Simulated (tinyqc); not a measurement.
## Via and link resistance from two via chains

Question. A chain of 5000 vias joined by 5000 metal links has R = 5000 (Rv + Rlink), with Rlink proportional to the link length. Find Rv, Rlink for length L, and the value of Rv that the short chain would give if the links were ignored.

resistance of chains of 5000 links with link lengths L and 3 L (ohm): 2.21e5  2.43e5

Solution. R per link is a straight line in the link length; its intercept at zero length is Rv.

Rv = 42.00 ohm
Rlink = 2.200 ohm
Rv without correction = 44.20 ohm

Program tinyqc, `OMP_NUM_THREADS=1 python tinyqc.py 2750015 2750016 out.jsonl`; Intel Xeon 2.30GHz, shared host, one thread, about 0.01 s.
